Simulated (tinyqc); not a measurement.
Angle of incidence: thin-film optics by transfer matrices.

Indices N = n + i k. Snell: N0 sin(theta) = N_j sin(theta_j), with Im(N_j cos theta_j) >= 0. Admittance y_j = N_j cos theta_j for s and N_j/cos theta_j for p. Phase delta_j = 2 pi N_j cos theta_j d_j/lambda. Layer matrix [[cos delta, -i sin delta/y], [-i y sin delta, cos delta]], multiplied from the top down to M. (B, C) = M (1, y_sub); r = (y0 B - C)/(y0 B + C), R = |r|^2, T = 4 Re y0 Re y_sub/|y0 B + C|^2, absorbed in the films 1 - R - T.

Ellipsometry: rho = tan(Psi) exp(i Delta) = -conj(r_p/r_s) with the r of the admittance formula, Delta in 0 to 360 degrees, so that a bare dielectric at small angles gives Delta = 180.

Values chosen for the exercise (indices near those of HfO2, SiO2 on polySi; not measured data): lam = 193 nm (vacuum wavelength); n0 = 1.44 (ambient index); n = (2.855, 1.594, 0.981) (n of HfO2, SiO2, substrate); k = (0.6, 0, 2.135) (k in the same order); d = (17.7, 160) nm (thicknesses, top first).

Both polarisations.

Stack:

| theta (degrees) | R_s | R_p | Psi | Delta |
|---|---|---|---|---|
| 0 | 0.3743 | 0.3743 | 45.00 | 180.00 |
| 15 | 0.4857 | 0.4394 | 43.56 | 175.93 |
| 30 | 0.5035 | 0.3981 | 41.64 | 173.21 |
| 55 | 0.5407 | 0.0133 | 8.91 | 58.24 |
| 60 | 0.7181 | 0.1011 | 20.57 | 75.30 |
| 65 | 0.7231 | 0.1637 | 25.45 | 87.03 |
| 70 | 0.7329 | 0.1388 | 23.51 | 94.15 |
| 75 | 0.7610 | 0.0633 | 16.09 | 87.92 |
| 80 | 0.8107 | 0.0413 | 12.72 | 30.51 |
| 85 | 0.8891 | 0.2425 | 27.58 | 0.46 |

Give the missing row, theta (degrees) = 45.

Computed row:
```
theta (degrees)     R_s     R_p    Psi   Delta
45               0.2904  0.1234  33.10  188.44
```

R_s and R_p agree at normal incidence (0.3743). R_p is lowest at 55 degrees of those listed (0.0133), where R_s = 0.5407; the top film absorbs, so there is only a pseudo-Brewster minimum. R_s does not rise steadily, because the phase thickness of the films changes with the angle.

Computed by tinyqc, a small Python program: `OMP_NUM_THREADS=1 python tinyqc.py 1651872 1651873 out.jsonl` (the numbers bound the seed that draws the inputs); one thread of a shared host (Intel(R) Xeon(R) Processor @ 2.30GHz), about 0.01 s for the whole set of steps.
